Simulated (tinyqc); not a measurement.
Gain against electron density: polytypes and stacking faults of a tetrahedral semiconductor in an axial Ising model with couplings up to third neighbours. Computed by tinyqc, a small Python program. Command: `OMP_NUM_THREADS=1 python tinyqc.py 3005711 3005712 out.jsonl polytype walk`. One thread of a shared host (Intel(R) Xeon(R) Processor @ 2.30GHz), about 0.01 s of CPU time with the checks.

Each double layer has s = +1 or -1 for the sense of its stacking step; E per pair of atoms = E0 - sum_n J_n <s_i s_(i+n)>, n = 1, 2, 3. Hexagonality h = (1 - <s_i s_(i+1)>)/2.

Inputs (values chosen for the exercise, for a model crystal): J1 = 1.21 meV/pair; J2 = -3.22 meV/pair; J3 = -0.26 meV/pair; basal lattice constant a = 3.08 angstrom; binding energy of the fault level E_b = 0.18 eV; in-plane mass m = 0.31 m0; effective density of states N_c at 300 K = 2.7e+19 1/cm^3; temperature T = 350 K.

Host polytype: 4H.

Constants: 1 eV/angstrom^2 = 16.02176634 J/m^2; m_0 = 9.1093837015e-31 kg; hbar = 1.054571817e-34 J s; k_B = 1.380649e-23 J/K; k_B = 8.617333262e-05 eV/K.

Method. Faults in 4H: the sequences single Shockley (31) (+++-), double Shockley (62) (++++++--), Frank-type (32) (+++--) are put between perfect repeats; k_n = (layers x C_n of the host) - sum_i s_i s_(i+n). gamma = sum k_n J_n/A, A = (sqrt 3/2) a^2; 1 meV/angstrom^2 = 16.02177 mJ/m^2. The fault binds electrons in a two-dimensional band E_b below the conduction edge, g2 = m m0/(pi hbar^2) for one valley. With the Fermi level held by the bulk, eta = ln[n/N_c(T)], N_c(T) = N_c (T/300)^1.5, the grand potential falls by g2 (k_B T)^2 F1(x), x = eta + E_b/(k_B T), F1(x) = integral from 0 to infinity of ln(1 + exp(x - t)) dt; sheet density g2 k_B T ln(1 + e^x). Band bending by the trapped charge is left out, so the gain is an upper bound.

fault coefficients k_n, rows single Shockley (31), double Shockley (62), Frank-type (32), columns J1, J2, J3:
$$\begin{pmatrix}
0 & -4 & 0 \\
-4 & -8 & 0 \\
-1 & -2 & 3
\end{pmatrix}$$

energy of the glide fault, single Shockley (31) = 25.1185 mJ/m^2

At T:
```
n (1/cm^3)        x  sheet density (1/cm^2)  gain (mJ/m^2)  gain/gamma  gain/gamma at T + 200 K
1.00e+14    -6.7694              4.4828e+09     2.1668e-04  8.6265e-06               1.2348e-06
1.00e+15    -4.4668              4.4598e+10     2.1613e-03  8.6043e-05               1.2346e-05
1.00e+16    -2.1642              4.2460e+11     2.1082e-02  8.3931e-04               1.2328e-04
1.00e+17     0.1384              2.9868e+12     1.7426e-01  6.9374e-03               1.2149e-03
1.00e+18     2.4410              9.8598e+12     8.5664e-01  3.4104e-02               1.0741e-02
5.00e+18     4.0504              1.5887e+13     1.8554e+00  7.3864e-02               3.8725e-02
2.00e+19     5.4367              2.1251e+13     3.0989e+00  1.2337e-01               9.1314e-02
```

What follows from these numbers?

For x well below 0 the gain is k_B T times the sheet density and linear in n; for x well above 0 the well fills and the gain grows only about as x^2. It stays below the fault energy in all rows; 200 K more changes it by a factor 0.15 at 1e16.
